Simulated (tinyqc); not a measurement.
## Schottky barrier on an n-type semiconductor, non-linear Poisson equation by Newton steps: effect of the barrier height

One dimension, metal at x = 0, donor density C(x) = Nd, uniform. Energies are counted from the electron Fermi level of the semiconductor and the conduction-band edge is Ec = -psi, so n = Nc exp(psi/Vt); holes follow the Fermi level of the metal, at -V, so p = Nv exp((V - psi - Eg)/Vt). Ends: psi(0) = V - phiB and psi = Vt ln(Nd/Nc) deep inside. Boltzmann statistics, full ionisation, no current, no image force in the Poisson equation.

First integral for uniform doping: E_0^2 = (2 q/(eps0 eps_r)) [Nd (U - Vt + Vt exp(-U/Vt)) + Vt p_0], U = Vbi - V, Vbi = phiB - Vt ln(Nc/Nd), p_0 = Nv exp((phiB - Eg)/Vt) (deep holes neglected). Image-force lowering dphi = sqrt(q E_0/(4 pi eps0 eps_r)), at x_m = sqrt(q/(16 pi eps0 eps_r E_0)). W = sqrt(2 eps0 eps_r U/(q Nd)).

Inputs (values chosen for the exercise); band and dielectric values close to those of 4H silicon carbide:
- T = 300 K (temperature)
- Eg = 3.32 eV (band gap)
- eps_r = 9.58 (relative permittivity)
- Nc = 1.71e19 cm^-3 (conduction-band density of states at T)
- Nv = 2.45e19 cm^-3 (valence-band density of states at T)
- Nd = 1.3e17 cm^-3 (donor density deep in the semiconductor)
- V = -3.7 V (bias of the metal against the semiconductor)

Constants: q = 1.602176634e-19 C, kB = 1.380649e-23 J/K, Vt = kB T/q, eps0 = 8.8541878128e-14 F/cm where lengths are in cm. Results are converted to the units shown.

Result of one run:
```
phiB (eV),Vbi (V),W (nm),E_0 (kV/cm),dphi (mV),exp(dphi/Vt),p_0/Nd
1.61,1.4839,205.48,503.30,86.977,28.917,3.5358e-27
```

What becomes of these results when the barrier height phiB is changed from 1.61 to 1.76 eV, all else the same?

Result of the changed run:
```
phiB (eV),Vbi (V),W (nm),E_0 (kV/cm),dphi (mV),exp(dphi/Vt),p_0/Nd
1.76,1.6339,208.43,510.56,87.603,29.625,1.1705e-24
```

The whole series:
```
phiB (eV),Vbi (V),W (nm),E_0 (kV/cm),dphi (mV),exp(dphi/Vt),p_0/Nd
1.33,1.2039,199.85,489.45,85.772,27.600,6.9935e-32
1.47,1.3439,202.69,496.42,86.381,28.258,1.5725e-29
1.61,1.4839,205.48,503.30,86.977,28.917,3.5358e-27
1.76,1.6339,208.43,510.56,87.603,29.625,1.1705e-24
1.9,1.7739,211.15,517.25,88.175,30.288,2.6319e-22
2.04,1.9139,213.83,523.86,88.736,30.953,5.9179e-20
2.19,2.0639,216.67,530.84,89.326,31.667,1.9591e-17
2.33,2.2039,219.29,537.28,89.866,32.335,4.4051e-15
```

As phiB goes from 1.33 to 2.33, the surface field rises from 489 to 537 kV/cm, the lowering rises from 85.8 to 89.9 mV and W rises from 200 to 219 nm.

tinyqc, about 0.1 s, one thread, Intel Xeon 2.30GHz (shared host): `OMP_NUM_THREADS=1 python tinyqc.py 2020148 2020149 out.jsonl`
